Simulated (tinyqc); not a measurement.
Static screening by free carriers: one step. Fermi and screening wave vectors. Four cases, with inputs chosen for the exercise.

Question. Also the effective Bohr radius aB = a0 eps/m and rs = (3/(4 pi n))^(1/3)/aB.

kF = (3 pi^2 n/Mv)^(1/3), EF = c kF^2/m with c = hbar^2/2m0, n in 1/angstrom^3 (1e-24 per 1/cm^3), e2 = e^2/(4 pi eps0). Thomas-Fermi: qTF^2 = 6 pi e2 n/(eps EF). Debye: qD^2 = 4 pi e2 n/(eps kB T).

Constants: hbar^2/2m0 = 3.80998211 eV angstrom^2; e^2/(4 pi eps0) = 14.39964547 eV angstrom; kB = 8.617333262e-05 eV/K; a0 (Bohr radius) = 0.5291772105 angstrom.

Case 1.

Values chosen (near those of InAs; not measured data): n = 2.8e+16 1/cm^3 (carrier density); m = 0.0262 m0 (mass of one isotropic valley); Mv = 1 (valleys); eps = 15 (background dielectric constant); T = 400 K.

Case 2.

Values chosen (near those of GaAs; not measured data): n = 1e+17 1/cm^3 (carrier density); m = 0.0677 m0 (mass of one isotropic valley); Mv = 1 (valleys); eps = 12.6 (background dielectric constant); T = 300 K.

Case 3.

Values chosen (a free-electron density near that of Al; not measured data): n = 1.8e+23 1/cm^3 (carrier density); m = 1 m0 (mass of one isotropic valley); Mv = 1 (valleys); eps = 1 (background dielectric constant); T = 300 K.

Case 4.

Values chosen (near those of Si; not measured data): n = 2.2e+18 1/cm^3 (carrier density); m = 0.3191 m0 (mass of one isotropic valley); Mv = 6 (valleys); eps = 11.1 (background dielectric constant); T = 200 K.

Give: kF; EF at 0 K; EF/kT; qTF; qD; aB; rs.

Answer.

Case 1.

kF = 0.0093942 1/angstrom
EF at 0 K = 12.83 meV
EF/kT = 0.372
qTF = 0.0062833 1/angstrom
qD = 0.0031304 1/angstrom
aB = 303.0 angstrom
rs = 0.674

The gas is not degenerate, so the Debye value applies.

Case 2.

kF = 0.014360 1/angstrom
EF at 0 K = 11.60 meV
EF/kT = 0.449
qTF = 0.013625 1/angstrom
qD = 0.0074533 1/angstrom
aB = 98.49 angstrom
rs = 1.36

The gas is not degenerate, so the Debye value applies.

Case 3.

kF = 1.7468 1/angstrom
EF at 0 K = 1.162e+04 meV
EF/kT = 450
qTF = 2.0501 1/angstrom
qD = 35.495 1/angstrom
aB = 0.5292 angstrom
rs = 2.08

The gas is degenerate, so the Thomas-Fermi value applies. With rs above 1 exchange and correlation, left out here, are not small.

Case 4.

kF = 0.022143 1/angstrom
EF at 0 K = 5.854 meV
EF/kT = 0.340
qTF = 0.095862 1/angstrom
qD = 0.045617 1/angstrom
aB = 18.41 angstrom
rs = 2.59

The gas is not degenerate, so the Debye value applies.

Computed by tinyqc, one run a case: `OMP_NUM_THREADS=1 python tinyqc.py N N+1 out.jsonl` with N = 1681924, 1681957, 1681989, 1682103; one thread of a shared Intel(R) Xeon(R) Processor @ 2.30GHz, about 0.01 s a run at most.
